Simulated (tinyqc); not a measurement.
Shallow donor in an anisotropic valley (effective-mass theory): sweeps and comparisons. A value that a table varies takes the place of the one given here.

One valley: H = -c [(d2/dx2 + d2/dy2)/mt + (d2/dz2)/ml] - q/(eps r), c = hbar^2/2m0, q = e^2/(4 pi eps0). Trial function exp(-sqrt((x^2 + y^2)/a^2 + z^2/b^2)) with a > b: T = (c/3)(2/(mt a^2) + 1/(ml b^2)), V = -(q/eps) atan(u/b)/u, u = sqrt(a^2 - b^2). The central cell of the impurity is left out.

Constants: hbar^2/2m0 = 3.80998211 eV angstrom^2; e^2/(4 pi eps0) = 14.39964547 eV angstrom; Ry = 13.60569312 eV; a0 (Bohr radius) = 0.5291772105 angstrom.

Parameters, chosen for this exercise (near those of AlAs; not measured data):
```
symbol  value                                  unit  meaning
mt      0.194                                  m0    transverse mass
eps     10.3                                         dielectric constant
xs      (1.6, 2.4, 2.9, 6.9, 14, 17, 54, 160)        ratios ml/mt
ml      1.126                                  m0    longitudinal mass
```

## Mass anisotropy

mt and eps fixed, ml varied. Energies in units of Ry*(mt) = Ry mt/eps^2 and lengths in a*(mt) = a0 eps/mt; the last two columns use one mass, 3/(1/ml + 2/mt) or (ml mt^2)^(1/3).

Results:
```
ml/mt   a/a*    b/a  binding  conductivity mass  density-of-states mass
1.60   0.908  0.846    1.162              1.143                   1.170
2.40   0.841  0.733    1.307              1.241                   1.339
2.90   0.813  0.686    1.377              1.279                   1.426
6.90   0.709  0.507    1.701              1.399                   1.904
14.0   0.646  0.397    1.962              1.448                   2.410
17.0   0.631  0.371    2.032              1.457                   2.571
54.0   0.562  0.250    2.421              1.486                   3.780
160    0.519  0.173    2.732              1.495                   5.429
```

The binding grows from 1.16 to 2.73 Ry*(mt); for ml going to infinity the exact problem becomes two-dimensional, with 4 Ry*. The conductivity mass saturates at 1.5 and underbinds, by 18 % at ml/mt = 6.9; the density-of-states mass errs by +12 % there and by +99 % in the last row. With these mt and eps one unit is 24.88 meV.

## What each parameter does

The minimum of the trial energy. Each row changes one parameter from the base and keeps the others.

Results:
```
case           E (meV)  a (angstrom)  b (angstrom)    b/a
base            -40.70         20.43         11.00  0.538
ml = 0.901 m0   -38.62         21.14         12.30  0.582
mt = 0.175 m0   -37.58         22.31         11.58  0.519
eps = 11.3      -33.81         22.41         12.06  0.538
```

The largest shifts from the base row, up to three for each result and ties (the steps differ in size, so this ranks the rows, not the parameters). E (meV): eps +6.88, mt +3.12, ml +2.08. a (angstrom): eps +1.98, mt +1.88, ml +0.71. b (angstrom): ml +1.30, eps +1.07, mt +0.59. b/a: ml +0.043, mt -0.019; unchanged at the printed digits by eps. eps only rescales the solution (E as 1/eps^2, lengths as eps), so b/a depends on ml/mt alone.

Program tinyqc; command `OMP_NUM_THREADS=1 python tinyqc.py 1250994 1250995 out.jsonl`; about 0.01 s on one thread of a shared Intel(R) Xeon(R) Processor @ 2.30GHz.
